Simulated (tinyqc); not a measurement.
# Cell and bit-line capacitance from two signals

Problem. In a DRAM a freshly written one gives the bit-line signal (Vd/2) Cs/(Cs + Cb). Find Cs and Cb.

Inputs (values chosen for the exercise): array voltage Vd = 1.2 V.

signal of a fresh one without and with 20 fF added to the bit line (mV): 127.27273  79.245283

Answer. (Vd/2)/signal = 1 + Cb/Cs, and the added capacitance raises it by its ratio to Cs.

Cs = 7.00 fF
Cb = 26.0 fF

Computed by the program tinyqc: `OMP_NUM_THREADS=1 python tinyqc.py 2130005 2130006 out.jsonl`, one thread of a shared Intel Xeon 2.30GHz, about 0.01 s for the whole run.
